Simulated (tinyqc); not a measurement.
Read current of a NAND string, cells in series solved by shooting: one step of the calculation.

Cells in series, numbered from 0 at the source line (0 V) to the bit line, each followed by a gap resistance Rg. A cell with gate Vg, threshold VT, source Vs and drain Vd passes I = 2 nf K Vt^2 [F(Vs) - F(Vd)]/(1 + th max(Vg - VT, 0)), F(V) = ln^2(1 + exp((Vg - VT - nf V)/(2 nf Vt))). The selected cell has Vg = Vr, the others Vg = Vp.

Task. Node voltages for a trial current. For a trial current I start at 0 V and, cell by cell (the selected one is cell 4), solve for the drain: sqrt(F(Vd)) = sqrt(F(Vs) - I/k), k = 2 nf K Vt^2/(1 + th max(Vg - VT, 0)), Vd = [Vg - VT - 2 nf Vt ln(exp(sqrt F) - 1)]/nf, then add I Rg.

Inputs (values chosen for the exercise); values of the order met in vertical NAND strings:
- T = 358 K (temperature)
- K = 13 uA/V^2 (gain factor of a cell)
- nf = 1.8 (slope factor)
- th = 0.08 1/V (mobility reduction factor)
- Rg = 13 kohm (resistance of the gap between cells)
- Vbl = 0.4 V (bit-line voltage)
- Vp = 6.4 V (pass voltage)
- Vr = 3.31 V (read voltage on the selected word line)

Constants: q = 1.602176634e-19 C, kB = 1.380649e-23 J/K, Vt = kB T/q. Results are converted to the units shown.

first trial current = 0.95 uA
thresholds from the source end, cell 0 to 4 (V): [-2.3, -2.3, 3.1, -2.3, 2.1]

Find: node voltage after each cell and gap, trial 1.

Result.

node voltage after each cell and gap, trial 1, cell 0 to 4 (V): [0.02662, 0.05331, 0.09473, 0.1216, 0.2219]

Numbers from tinyqc (`OMP_NUM_THREADS=1 python tinyqc.py 2142048 2142049 out.jsonl`; about 0.5 s on one thread of a shared Intel Xeon 2.30GHz).
